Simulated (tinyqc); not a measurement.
Electron mobility in a silicon inversion layer, empirical terms and Matthiessen rule: one step of the calculation.

Inversion layer of sheet density Ns on a uniformly doped body. The mobility terms are empirical power laws with prefactors chosen for the exercise; adding their inverses (Matthiessen) is itself an approximation.

Task. Inversion density for the measured current. I = (W/L) q Ns mu Vd. E = q (Ndep + eta Ns)/(eps0 eps_r) in MV/cm. With t = T/(300 K): muC = Ac (Ns/1e12 cm^-2) t/(Nb/1e17 cm^-3 + Nit/1e11 cm^-2), muP = Ap E^(-1/3) t^(-1.75), muS = As E^(-gs); 1/mu is the sum of the inverses. Ns(new) = I/((W/L) q mu Vd).

Parameters, values chosen for the exercise; material values close to those of silicon:
```
symbol,value,unit,meaning
T,300,K,temperature
eps_r,11.6,,relative permittivity of the semiconductor
Nb,2.1e18,cm^-3,body doping
eta,0.5,,weight of the inversion charge in the effective field
Ap,395,cm^2/(V s),phonon-limited mobility at 1 MV/cm and 300 K
As,738,cm^2/(V s),roughness-limited mobility at 1 MV/cm
gs,2,,exponent of the roughness term
Ac,3000,cm^2/(V s),Coulomb prefactor
Nit,2.6e10,cm^-2,charge at the interface
WL,1,,ratio W/L
Vd,0.05,V,drain voltage
I,10,uA,measured linear current
```

Constants: q = 1.602176634e-19 C, eps0 = 8.8541878128e-14 F/cm where lengths are in cm. Results are converted to the units shown.

Ns at the start = 4.1e12 cm^-2
Ndep = 5.1804253e12 cm^-2

Find: E; mu; Ns after iteration 1.

Result.

E = 1.128 MV/cm
mu = 164.3 cm^2/(V s)
Ns after iteration 1 = 7.599e12 cm^-2

Numbers from tinyqc (`OMP_NUM_THREADS=1 python tinyqc.py 2510164 2510165 out.jsonl`; about 0.01 s on one thread of a shared Intel Xeon 2.30GHz).
